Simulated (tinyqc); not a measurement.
# Worked calculation: MESFET, gradual channel with velocity saturation

Program tinyqc, `OMP_NUM_THREADS=1 python tinyqc.py 2500046 2500047 out.jsonl`; Intel Xeon 2.30GHz, shared host, one thread, about 0.05 s. Printed values are rounded.

A uniformly doped n-type channel, depleted from the top by a Schottky gate; at channel potential V the depleted share of a is u = sqrt((Vbi - Vg + V)/Vp), s at the source. Electrons drift with v = mu E/(1 + mu E/vsat). Abrupt depletion edge, no series resistance, source at 0.

Values chosen for this exercise; material values close to those of gallium arsenide:

| symbol | value | unit | meaning |
|---|---|---|---|
| T | 300 | K | temperature |
| eps_r | 13.1 |  | relative permittivity of the semiconductor |
| Nc | 4.37e17 | cm^-3 | conduction-band density of states at T |
| Nd | 1e17 | cm^-3 | donor density of the channel |
| a | 240 | nm | channel thickness |
| mu | 4600 | cm^2/(V s) | low-field mobility at this doping |
| vsat | 9.8e6 | cm/s | saturation velocity |
| L | 0.5 | um | gate length |
| W | 100 | um | gate width |
| phiB | 0.7 | V | Schottky barrier |
| Vg | 0 | V | gate voltage |
| Vd | 0.54 | V | drain voltage |

Constants: q = 1.602176634e-19 C, kB = 1.380649e-23 J/K, Vt = kB T/q, eps0 = 8.8541878128e-14 F/cm where lengths are in cm. Results are converted to the units shown.

## Built-in and pinch-off voltages

Vbi = phiB - Vt ln(Nc/Nd); Vp = q Nd a^2/(2 eps0 eps_r); G0 = q mu Nd a W/L; Z = mu Vp/(vsat L); s = sqrt((Vbi - Vg)/Vp). VT = Vbi - Vp.

Vbi = 0.661874 V
Vp = 3.97817 V
VT = -3.31629 V
G0 = 353.761 mS
Z = 37.3460
s = 0.407893

Z = 37.3: velocity saturation dominates.

## Current below saturation

u = sqrt((Vbi - Vg + Vd)/Vp). I = (G0 Vp/3) F/(1 + Z (u^2 - s^2)), F = 3 (u^2 - s^2) - 2 (u^3 - s^3), with u at V = Vd; Z = 0 gives constant mobility, for which u stops at 1.

u = 0.549652
F = 0.210831
I for Z = 0 = 98.9022 mA
I = 16.2953 mA

The falling mobility lowers the current by 83.5 %.

## Iteration 1: the saturation point by Newton steps

u at the start = 1

a is the channel (half-)thickness, Vp its pinch-off voltage and Z = mu Vp/(vsat L); an iterate with u > 1 is an overshoot, not a physical state. f = (1 - u)(1 + Z (u^2 - s^2)) - Z F/3, F = 3 (u^2 - s^2) - 2 (u^3 - s^3); f' = -(1 + Z (u^2 - s^2)); u(new) = u - f/f'.

f = -7.92480
f' = -32.1325
u after iteration 1 = 0.753371

## Iteration 2: the saturation point by Newton steps

As before.

f = -2.08485
f' = -15.9829
u after iteration 2 = 0.622929

## Course of the iteration: the saturation point by Newton steps

Stop when u changes by less than 1e-10, or after 60 iterations.

Course of the iteration:
```
iteration         u  |change|
1          0.753371     0.247
2          0.622929     0.130
3          0.574310    0.0486
4          0.566771   7.54e-3
5          0.566592   1.79e-4
6          0.566592   1.00e-7
7          0.566592  3.14e-14
```

Converged in 7 iterations. At the end the number of correct digits about doubles with each step.

## Saturation voltage, current and transconductance

um = 0.566592

Vdsat = Vp (um^2 - s^2); Isat = (G0 Vp/Z)(1 - um), which is q Nd vsat a W (1 - um); gm = G0 (um - s)/(1 + Z (um^2 - s^2)). For Z = 0: Vdsat = Vp (1 - s^2), Isat = (G0 Vp/3)(1 - 3 s^2 + 2 s^3), gm = G0 (1 - s).

Vdsat = 0.615221 V
Isat = 16.3322 mA
gm = 8.28588 mS
Vdsat for Z = 0 = 3.31629 V
Isat for Z = 0 = 298.632 mA
gm for Z = 0 = 209.464 mS

The current saturates with 43.3 % of the channel still open at the drain, at 0.0547 of the constant-mobility current.
